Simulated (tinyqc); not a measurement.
# Worked calculation: junctionless gate-all-around wire, depletion approximation

tinyqc, about 0.01 s, one thread, Intel Xeon 2.30GHz (shared host): `OMP_NUM_THREADS=1 python tinyqc.py 2460002 2460003 out.jsonl` Printed values are rounded.

A uniformly doped n-type wire of radius R under a surrounding gate; long channel. Below flat band a shell from radius rc to R is fully depleted and the neutral core, at channel potential V (0 at the source, Vd at the drain), carries the current with constant mobility; s = (rc/R)^2 is the share of the cross-section that conducts. The edge of the depleted shell is taken as abrupt, so there is no subthreshold current.

Values chosen for this exercise; material values close to those of gallium nitride:
```
symbol,value,unit,meaning
eps_r,9.64,,relative permittivity of the semiconductor
eox,22,,relative permittivity of the gate insulator
tox,13,nm,insulator thickness
R,4,nm,wire radius
Nd,1.6e19,cm^-3,donor density
Vfb,0.8,V,flat-band voltage
mu,82,cm^2/(V s),effective mobility in the wire
L,0.2,um,gate length
Vg,0.72,V,gate voltage
Vd,1,V,drain voltage
```

Constants: q = 1.602176634e-19 C, eps0 = 8.8541878128e-14 F/cm where lengths are in cm. Results are converted to the units shown.

## Voltages that deplete the wire

Cox = eps0 eox/(R ln(1 + tox/R)); A = q Nd R^2/(4 eps0 eps_r); B = q Nd R/(2 Cox); VT = Vfb - A - B.

Cox = 3.36564 uF/cm^2
A = 0.120134 V
B = 0.152333 V
VT = 0.527534 V

Of the 0.272 V needed, 55.9 % drops over the insulator. The device is normally off.

## Iteration 1: conducting share at the source by Newton steps

s at the start = 0.05

With V = 0: f = A (1 - s + s ln s) + B (1 - s) - (Vfb - Vg); f' = A ln s - B; s(new) = s - f/f'.

f = 0.160849 V
f' = -0.512221 V
s after iteration 1 = 0.364022

## Iteration 2: conducting share at the source by Newton steps

As before.

f = 0.0490904 V
f' = -0.273733 V
s after iteration 2 = 0.543359

## Course of the iteration: conducting share at the source by Newton steps

Stop when s changes by less than 1e-11, or after 30 iterations. s must stay positive.

Course of the iteration:
```
iteration         s  |change|
1          0.364022     0.314
2          0.543359     0.179
3          0.563757    0.0204
4          0.563963   2.05e-4
5          0.563963   2.03e-8
6          0.563963   < 1e-13
```

Converged in 6 iterations. At the end the number of correct digits about doubles with each step.

## Core radius, conductance and current

s0 = 0.563963
sL = 0

s solves Vfb - Vg + V = A (1 - s + s ln s) + B (1 - s), and s = 0 where the left side exceeds A + B. I = (q mu Nd pi R^2/L)[g(s0) - g(sL)], g = A (s^2/4 - (s^2/2) ln s) + B s^2/2, with s0 at V = 0 and sL at V = Vd. rc = R sqrt(s0); the small-signal conductance at Vd = 0 is q mu Nd pi R^2 s0/L.

rc at the source = 3.00390 nm
conductance = 2.97944 uS
I = 0.236256 uA

The drain end is pinched off, so the current is saturated.
